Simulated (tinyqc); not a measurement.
Schottky barrier on an n-type semiconductor with a doping step, non-linear Poisson equation by Newton steps: one step of the calculation.

One dimension, metal at x = 0, donor density C(x) = N1 for x < x1 and Nd beyond. Energies are counted from the electron Fermi level of the semiconductor and the conduction-band edge is Ec = -psi, so n = Nc exp(psi/Vt); holes follow the Fermi level of the metal, at -V, so p = Nv exp((V - psi - Eg)/Vt). Ends: psi(0) = V - phiB and psi = Vt ln(Nd/Nc) deep inside. Boltzmann statistics, full ionisation, no current, no image force in the Poisson equation.

Task. Newton step. Solve the tridiagonal system a_(i-1) d_(i-1) + b_i d_i + a_i d_(i+1) = -F_i for nodes 1 to 11, with d = 0 on fixed nodes. Each component d is damped to sign(d) Vt ln(1 + |d|/Vt) before it is added.

Values chosen for this exercise:
- T = 300 K (temperature)

Constants: q = 1.602176634e-19 C, kB = 1.380649e-23 J/K, Vt = kB T/q. Results are converted to the units shown.

```
interval,coupling a_i (F/cm^2)
0,1.8400109e-7
1,1.6355652e-7
2,1.4538358e-7
3,1.2800076e-7
4,1.1433077e-7
5,1.0151784e-7
6,9.0585152e-8
7,7.9568039e-8
8,7.0940179e-8
9,6.2638669e-8
10,5.6076523e-8
11,4.9066957e-8
```

```
node,diagonal b (F/cm^2),residual F (C/cm^2)
1,-3.4787673e-7,-5.5636175e-10
2,-3.1330858e-7,-2.8987806e-9
3,-3.0807890e-7,-4.8088787e-9
4,-3.3632042e-7,-4.0315777e-9
5,-3.5060881e-7,-2.3838588e-9
6,-4.2876129e-7,3.2764320e-10
7,-4.7767216e-7,2.4848941e-11
8,-5.0844727e-7,9.6129453e-13
9,-5.3913991e-7,2.3388298e-14
10,-5.7499812e-7,3.8602160e-16
11,-6.2108107e-7,4.3505604e-18
```

```
node,psi after iteration 1 (V)
0,-0.45000000
1,-0.38740811
2,-0.32280809
3,-0.27241442
4,-0.24974517
5,-0.24343087
6,-0.23187863
7,-0.22826891
8,-0.22749196
9,-0.22736257
10,-0.22734482
11,-0.22734283
12,-0.22734263
```

Give: Newton step d, before damping; psi after iteration 2.

Result.

```
node,"Newton step d, before damping (V)"
1,-0.02354
2,-0.04666
3,-0.05414
4,-0.03974
5,-0.02103
6,-0.00438
7,-0.00080
8,-0.00013
9,-0.00002
10,0.00000
11,0.00000
```

```
node,psi after iteration 2 (V)
0,-0.4500
1,-0.4041
2,-0.3495
3,-0.3016
4,-0.2738
5,-0.2588
6,-0.2359
7,-0.2291
8,-0.2276
9,-0.2274
10,-0.2273
11,-0.2273
12,-0.2273
```

tinyqc, about 0.07 s, one thread, Intel Xeon 2.30GHz (shared host): `OMP_NUM_THREADS=1 python tinyqc.py 2020129 2020130 out.jsonl`
